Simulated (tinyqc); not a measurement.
Grain growth, pinning, strength and diffusional creep of a polycrystal or thin film: one step, computed by the program tinyqc. Command: `OMP_NUM_THREADS=1 python tinyqc.py 3005516 3005517 out.jsonl grain walk`. One thread of a shared host (Intel(R) Xeon(R) Processor @ 2.30GHz), about 0.01 s of CPU time with the checks.

One mean grain size d describes the structure.

Task: Grain size after the anneal. dd/dt = 2 M gamma (1/d - 1/d_lim) integrates to 2 M gamma t = d_lim (d0 - d) + d_lim^2 ln[(d_lim - d0)/(d_lim - d)]; without pinning d^2 = d0^2 + 4 M gamma t.

Inputs (values chosen for the exercise, modelled on aluminium):
```
quantity               value   unit
boundary energy gamma   0.35  J/m^2
anneal temperature T     519      K
anneal time t            230      s
initial grain size d0    180     nm
```

mobility M = 3.495449e-16 m^4/(J s)

limit d_lim = 326.0261 nm

Give: size without pinning; grain size d.

Result:

size without pinning = 380.73 nm

grain size d = 258.41 nm

Pinning holds d to 68 % of the free value.
